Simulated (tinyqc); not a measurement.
Inside a calculation: shallow acceptor in the spherical four-band model. Values are carried at full precision from step to step, so a last printed digit may differ when a step is redone from the rounded ones.

Units Ry* = Ry/(g1 eps^2) and a* = a0 eps g1; mu = (6 g3 + 4 g2)/(5 g1) is the spherical heavy-light coupling and delta = (g3 - g2)/g1 the cubic term, which is left out.

Constants: Ry = 13.60569312 eV; a0 (Bohr radius) = 0.5291772105 angstrom.

Inputs chosen for the exercise (near those of a shallow acceptor in AlAs; not measured data): g1 = 3.81 (Luttinger gamma1); g2 = 0.82 (gamma2); g3 = 1.42 (gamma3); eps = 10.3 (dielectric constant); al = (0.253, 1.52, 9.1) 1/a*^2 (exponents a_i, the same for f and g); Dso = 0.267 eV (spin-orbit splitting).

## Units and couplings

Give Ry*, a*, mu, delta and the spherical masses 1/(g1 (1 -/+ mu)).

Ry* = 33.661 meV
a* = 20.77 angstrom
mu = 0.6194
delta = 0.1575

heavy and light mass (m0): 0.6897  0.1621

A hydrogen model with the heavy mass would bind by Ry*/(1 - mu) = 88.4 meV and with the light mass by 20.8 meV. delta/mu = 0.25: the cubic term is a modest correction.

## Matrices in a small basis

The ground state 1S3/2 has an L = 0 part f(r) and an L = 2 part g(r). In units of Ry* and a*, with Gaussians f_i = exp(-a_i r^2), g_i = r^2 exp(-a_i r^2), A = a_i + a_j and I(n) = Gamma((n + 1)/2)/(2 A^((n + 1)/2)): S_ff = I(2), S_gg = I(6), H_ff = (6 a_i a_j/A) I(2) - 2 I(1), H_gg = (14 a_i a_j/A) I(6) - 2 I(5), H_fg = -mu [15 I(2) - 20 a_j I(4) + 4 a_j^2 I(6)]; each function is then normalised. The split-off band is left out.

Form S and H.

S, lower triangle:
```
        f1      f2      f3      g1      g2      g3
f1  1.0000
f2  0.5851  1.0000
f3  0.1848  0.5862  1.0000
g1       0       0       0  1.0000
g2       0       0       0  0.2863  1.0000
g3       0       0       0  0.0195  0.2876  1.0000
```

H (Ry*), lower triangle:
```
         f1       f2        f3       g1      g2       g3
f1  -0.8463
f2  -0.9967   0.6252
f3  -1.0026   0.2698   17.6723
g1  -0.6070  -1.0440   -0.4248   0.9148
g2  -0.1738  -3.6465   -6.2776   0.4105  8.5414
g3  -0.0118  -1.0486  -21.8310  -0.0046  4.1154  58.5652
```

## Ground state in the small basis

Solve H u = E S u for the lowest level of the acceptor; the first half of the basis is L = 0 and the second L = 2. Give E, E without the f-g block, and the L = 2 weight u_g S_gg u_g with u S u = 1.

E = -1.503 Ry*
E without coupling = -0.978 Ry*
L = 2 weight = 0.157

Without the coupling the exact value is -1, which this basis, tuned to the compact coupled state, misses by 0.022. The coupling to L = 2 takes the level to 1.50 times that exact value.

## Converged result

Converged values use 22 exponents 2.2^i, i = -7 to 14, for f and for g.
Ground and next level of the same symmetry, L = 2 weight and mean radius.

1S3/2 and 2S3/2 (Ry*): -1.556  -0.444

binding energies (meV): 52.4  14.9

L = 2 weight = 0.172
<r> = 21.3 angstrom

The small basis reaches 97 % of the binding. The ratio 1S/2S is 3.50 (4 for hydrogen). The binding is 0.20 of Dso, so leaving out the split-off band is safe.

## Checks

- Level at mu = 0 against -1 Ry*: both -1.0000.
- Ground level from a second, denser basis, Ry*: both -1.556.

(tinyqc, `OMP_NUM_THREADS=1 python tinyqc.py 1281090 1281091 out.jsonl`, Intel(R) Xeon(R) Processor @ 2.30GHz, 1 thread, shared host, about 0.06 s.)
